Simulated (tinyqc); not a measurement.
Inside a calculation. Model: threshold-voltage variability of a planar MOSFET, analytic estimates.

Computed by the program tinyqc: `OMP_NUM_THREADS=1 python tinyqc.py 2090158 2090159 out.jsonl`, one thread of a shared Intel Xeon 2.30GHz, about 0.01 s for the whole run. Printed values are rounded.

Three independent sources add in quadrature: random dopants in the depleted layer, metal-gate grains of two orientations, and roughness of the two gate edges acting through the roll-off VT = VT(long) - Vr exp(-L/l). These are first-order estimates: no three-dimensional electrostatics, no percolation.

Inputs (values chosen for the exercise); material values close to those of silicon:
```
symbol,value,unit,meaning
T,300,K,temperature
Eg,1.12,eV,band gap
eps_r,11.5,,relative permittivity of the semiconductor
Nc,2.79e19,cm^-3,conduction-band density of states at T
Nv,2.66e19,cm^-3,valence-band density of states at T
Na,4e17,cm^-3,channel doping
ti,1.1,nm,oxide-equivalent thickness in inversion
L,20,nm,gate length
W,86,nm,gate width
G,4,nm,metal grain size
dW,0.3,eV,work-function difference of the two grain orientations
p,0.6,,share of the orientation of higher work function
De,0.8,nm,rms roughness of one gate edge
La,15,nm,correlation length of the roughness
l,4.3,nm,decay length of the threshold roll-off
Vr,2.8,V,prefactor of the roll-off
n,1.24,,subthreshold factor
gI,5,1/V,gm/I of a matched pair
sb,1.9,%,spread of the gain factor of one device
Nb,1048576,,number of cells
Y,0.999,,wanted yield
```

Constants: q = 1.602176634e-19 C, kB = 1.380649e-23 J/K, Vt = kB T/q, eps0 = 8.8541878128e-14 F/cm where lengths are in cm. Results are converted to the units shown.

Range of the model: The depletion depth exceeds L, so source and drain share much of the charge and the dopant estimate is rough.

## Random dopants

ni = sqrt(Nc Nv) exp(-Eg/(2 Vt)), Eg in volts; Cox = 3.9 eps0/ti; Wd = sqrt(4 eps0 eps_r Vt ln(Na/ni)/(q Na)); dopants: s1 = (q/Cox) sqrt(Na Wd/(3 L W)). The slope A1 = s1 sqrt(L W); mean number of dopants Na L W Wd.

Cox = 3.13921 uF/cm^2
Wd = 53.5300 nm
mean number of dopants = 36.8286
A1 = 0.431179 mV um
s1 = 10.3967 mV

Counting alone, 1/sqrt(N) of the depletion voltage q Na Wd/Cox = 109 mV, would give sqrt(3) times more: dopants deep in the layer act less on the surface.

## Metal grains and edge roughness

Grains: Ng = L W/G^2 (at least 1), s2 = dW sqrt(p (1 - p)/Ng). Edges, with exponential correlation and u = W/La: the mean gate length has sL^2 = 2 De^2 (2/u)[1 - (1 - exp(-u))/u]; s3 = sL (Vr/l) exp(-L/l).

Ng = 107.5
s2 = 14.1750 mV
sL = 0.607358 nm
dVT/dL = 6.21892 mV/nm
s3 = 3.77711 mV

## Total spread, mismatch and leakage

s = sqrt(s1^2 + s2^2 + s3^2). For a pair: s(dVT) = sqrt(2) s; current mismatch sqrt(2) sqrt((gI s)^2 + sb^2); input offset = current mismatch/gI. For a Gaussian VT the off current is log-normal with mean/median = exp(s^2/(2 (n Vt)^2)).

s = 17.9802 mV
s(dVT) = 25.4278 mV
current mismatch = 12.9948 %
input offset = 25.9895 mV
mean/median of Ioff = 1.17035

The grains give 62.2 % of the variance; without them s would be 11.1 mV.

## Iteration 1: margin in standard deviations for the wanted yield

k at the start = 4

Cells fail independently with probability Q(k) = erfc(k/sqrt(2))/2 when the margin is k standard deviations, and Y = exp(-Nb Q(k)). phi = exp(-k^2/2)/sqrt(2 pi). Newton steps on ln Q(k) = ln(-ln(Y)/Nb): k(new) = k + [ln Q - ln(-ln(Y)/Nb)] Q/phi.

Q(k) = 3.16712e-5
phi = 1.33830e-4
k after iteration 1 = 6.46357

## Iteration 2: margin in standard deviations for the wanted yield

As before.

Q(k) = 5.11291e-11
phi = 3.38047e-10
k after iteration 2 = 6.02095

## Course of the iteration: margin in standard deviations for the wanted yield

Stop when k changes by less than 1e-9, or after 30 iterations.

Course of the iteration:
```
iteration,k,|change|
1,6.46357,2.46
2,6.02095,0.443
3,6.00544,0.0155
4,6.00543,1.90e-5
5,6.00543,2.87e-11
```

Converged in 5 iterations. At the end the number of correct digits about doubles with each step. With s(dVT) = 25.4 mV, 6.01 standard deviations are 153 mV.
